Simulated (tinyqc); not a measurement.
Permeation of metal atoms or ions through a thin barrier or dielectric: time lag, field-aided drift and lifetime: one step, computed by the program tinyqc. Command: `OMP_NUM_THREADS=1 python tinyqc.py 3016190 3016191 out.jsonl barrier walk`. One thread of a shared host (Intel(R) Xeon(R) Processor @ 2.30GHz), about 0.01 s of CPU time with the checks.

The film 0 < x < d is empty at first; C = C0 at x = 0 and C = 0 at x = d. dC/dt = D d2C/dx2 - v dC/dx with drift v = D z e V/(k_B T d) (uniform field, no space charge).

Task: Dose at time s. Steady flux J = (D C0/d) P/(1 - exp(-P)); time lag in units of d^2/D: s_L = [P (1 + exp(-P))/(1 - exp(-P)) - 2]/P^2 (P = 0: J = D C0/d, s_L = 1/6). Dose through the film Q(s) = C0 d {f (s - s_L) - 2 exp(P/2) sum_(n=1..200) (-1)^n n^2 pi^2 exp(-l_n s)/l_n^2}, l_n = n^2 pi^2 + P^2/4, f = P/(1 - exp(-P)) the relative flux.

Inputs (values chosen for the exercise, for a model case: singly charged ions through a dielectric):
```
quantity                               value    unit
thickness d                               20      nm
concentration at the source side C0  3.2e+15  1/cm^3
test temperature T                       150       C
time in units of d^2/D, s               0.77       -
```

Peclet number P = 5.484825

time scale d^2/D = 895.4918 s

Give: Q/(C0 d); dose Q; time.

Result:

Q/(C0 d) = 3.595

dose Q = 2.301e+10 1/cm^2

time = 689.5 s
